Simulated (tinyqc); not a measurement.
Phase space against the mass ratio: three-phonon processes in a diatomic chain: dispersion, energy and momentum conservation, and decay channels of optical phonons. Computed by tinyqc, a small Python program. Command: `OMP_NUM_THREADS=1 python tinyqc.py 3120059 3120060 out.jsonl threeph walk`. One thread of a shared host (Intel(R) Xeon(R) Processor @ 2.30GHz), about 0.05 s of CPU time with the checks.

Cell length a, two atoms, one spring constant. x = q a/pi runs from -1 to 1; A and O are the acoustic and optical branches. Matrix elements are not computed: only conservation laws and occupation factors are followed.

Inputs (values chosen for the exercise, for a model chain): light mass m = 31 u; spring constant k = 11 eV/angstrom^2; temperature T = 200 K.

Constants: nu for 1 eV/(angstrom^2 u) = 15.6333042 THz; h x 1 THz = 4.135667696 meV; k_B = 8.617333262e-05 eV/K.

Method:
- omega^2 = k (1/m + 1/M) -/+ k sqrt((1/m + 1/M)^2 - 4 sin^2(pi x/2)/(m M)); nu = 15.6333042 THz x sqrt(omega^2) for eV/(angstrom^2 u).
- Processes for O(x): decay O -> A + A and O -> O + A with x = x' + x'' (mod 2), and absorption O + A -> O with x + x' = x'' (mod 2). Roots of the energy mismatch in x' are bracketed on 4001 points from -1 to 1 and refined. A process is umklapp (U) if the sum of wave numbers leaves (-1, 1]. Weight = occupation factor/|d mismatch/dx'|, the factor being 1 + n' + n'' for decay and n' - n'' for absorption. Pairs that differ only by exchanging two acoustic products count once, and the trivial root x' = 0 is left out.
- Total weight summed over channels and averaged over x = 0.05, 0.15, ..., 0.95, with m and k fixed; share of those x with an open channel.

Optical phonons:
```
M/m  weight, A + A (1/THz)  weight, with O (1/THz)  share open
1.1                0.11540                       0         1.0
1.5                0.26362                       0         1.0
2.0                0.15668                       0         0.8
2.5                0.09052                       0         0.5
2.9                0.07009                       0         0.2
3.3                0.00000                       0         0.0
3.7                0.00000                       0         0.0
4.2                0.00000                       0         0.0
6.0                0.00000                       0         0.0
```

The A + A channel closes between M/m = 2.9 and 3.3 on this grid: energy conservation alone would allow it up to M/m = 4, where the optical bottom passes twice the acoustic top, but momentum must be conserved too. No channel with a second optical phonon opens at any ratio. A large gap that shuts such channels is one reason why crystals with very unequal masses can conduct heat well.
